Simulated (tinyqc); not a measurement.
Binary melting diagram from solution models of liquid and solid: one step, computed by the program tinyqc. Command: `OMP_NUM_THREADS=1 python tinyqc.py 3008187 3008188 out.jsonl melt walk`. One thread of a shared host (Intel(R) Xeon(R) Processor @ 2.30GHz), about 0.01 s of CPU time with the checks.

x is the fraction of B. In a phase with interaction L: mu_A = G_A + R T ln(1 - x) + L x^2, mu_B = G_B + R T ln x + L (1 - x)^2. Melting: G(liquid) - G(solid) = H (1 - T/T_m) for each pure component.

Question. Dilute B in A: partition coefficient and slope. At T_A, k0 = exp[(dG_B(T_A) + L_L - L_S)/(R T_A)]; van 't Hoff: m_L = -R T_A^2 (1 - k0)/H_A per unit fraction. Burton-Prim-Slichter: k_eff = k0/[k0 + (1 - k0) exp(-V delta/D)]. Freezing range of c0: |m_L| c0 |1 - k0|/k0.

Inputs (values chosen for the exercise, modelled on Si-Ge): melting point T_A = 1687 K; melting point T_B = 1211 K; heat of melting H_A = 50.4 kJ/mol; heat of melting H_B = 37.2 kJ/mol; liquid interaction L_L = 7.1 kJ/mol; solid interaction L_S = 3.6 kJ/mol; dilute content c0 of B = 0.0056; growth number V delta/D = 1.

Diagram: complete solid solution (lens).

Constants: R = 8.314462618 J/(mol K).

Give: partition coefficient k0; liquidus slope m_L; effective coefficient k_eff; freezing range.

Answer.

partition coefficient k0 = 0.4525

liquidus slope m_L = -257.0 K

effective coefficient k_eff = 0.6920

freezing range = 1.741 K

k0 < 1: the solid rejects B and B lowers the melting point. Faster growth moves k_eff towards 1.
